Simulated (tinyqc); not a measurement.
# Frequency dispersion of an accumulation capacitance by border traps, distributed model, step by step

Computed by the program tinyqc: `OMP_NUM_THREADS=1 python tinyqc.py 2202181 2202182 out.jsonl`, one thread of a shared Intel Xeon 2.30GHz, about 0.4 s for the whole run. Printed values are rounded.

Traps spread evenly through the insulator exchange electrons with the semiconductor by tunnelling, with tau(x) = t0 exp(2 ka x) at depth x from the interface. The admittance per area Y seen at depth x obeys dY/dx = -Y^2/(i w eps0 eox) + q Nb ln(1 + i w tau)/tau, with Y(0) = i w Cs and w = 2 pi f; the gate sees Y(tox) = G + i w C. Working variable y = Y/(i w), in uF/cm^2. Cox = eps0 eox/tox.

Inputs (values chosen for the exercise); permittivity close to that of hafnium oxide:
```
symbol,value,unit,meaning
eox,18.4,,relative permittivity of the insulator
tox,7,nm,insulator thickness
Cs,0.89,uF/cm^2,semiconductor capacitance in accumulation
Nb,8.3e18,cm^-3 eV^-1,density of border traps
ka,3.4,1/nm,decay constant of the wave function in the insulator
t0,3e-9,s,time constant of a trap at the interface
f,10000,Hz,frequency
xe,2,nm,depth down to which the steps are taken
```

Constants: q = 1.602176634e-19 C, eps0 = 8.8541878128e-14 F/cm where lengths are in cm. Results are converted to the units shown.

## Scales and lumped estimate

Cox; trap-free value 1/(1/Cox + 1/Cs); response depth d = ln(1/(w t0))/(2 ka), where w tau = 1; lumped estimate: all traps within d act as C_bt = q Nb d placed at d/2, so C = 1/{1/[1/(1/Cs + d/(2 eps0 eox)) + C_bt] + (tox - d/2)/(eps0 eox)}.

Cox = 2.327387 uF/cm^2
trap-free C = 0.6438064 uF/cm^2
d = 1.261241 nm
C_bt = 0.1677206 uF/cm^2
lumped C = 0.7333290 uF/cm^2

The traps within reach amount to 0.188 Cs and lie in the first 18.0 % of the insulator.

## Midpoint steps through the active depth

In terms of y: dy/dx = -y^2/(eps0 eox) + s(x), s = q Nb ln(1 + z)/z, z = i w tau. 11 midpoint steps of h = xe/11: y_half = y + (h/2) y'(x, y), y(new) = y + h y'(x + h/2, y_half).

```
point	x (nm)	s (uF/(cm^2 nm))	y (uF/cm^2)
0	0	0.1329807-0.0000125i	0.8900000+0.0000000i
1	0.1818182	0.1329806-0.0000432i	0.9051853-0.0000042i
2	0.3636364	0.1329804-0.0001486i	0.9200669-0.0000186i
3	0.5454545	0.1329780-0.0005115i	0.9346459-0.0000681i
4	0.7272727	0.1329496-0.0017607i	0.9489223-0.0002382i
5	0.9090909	0.1326137-0.0060393i	0.9628819-0.0008233i
6	1.090909	0.1288510-0.0199137i	0.9763377-0.0028110i
7	1.272727	0.1013937-0.0476154i	0.9874519-0.0087752i
8	1.454545	0.0467361-0.0481982i	0.9898462-0.0182156i
9	1.636364	0.0154887-0.0264956i	0.9839388-0.0245222i
10	1.818182	0.0046649-0.0114124i	0.9747837-0.0271615i
11	2	0.0013689-0.0043964i	0.9647539-0.0278581i
```

## Capacitance and conductance at the gate

y at xe = 0.9647539-0.0278581i uF/cm^2

Beyond xe the traps are ignored, so 1/y(tox) = 1/y(xe) + (tox - xe)/(eps0 eox); C = Re y, G/w = -Im y, loss tangent G/(w C).

y at the gate = 0.7444681-0.0165830i uF/cm^2
C = 0.7444681 uF/cm^2
G/w = 0.01658305 uF/cm^2
loss tangent = 0.02227503

A fine integration over the whole insulator gives C = 0.74466 and G/w = 0.01704 uF/cm^2; the coarse G/w is 2.7 % below that. The fine C is 16 % above the trap-free value, and the lumped estimate is 1.5 % below the fine result.
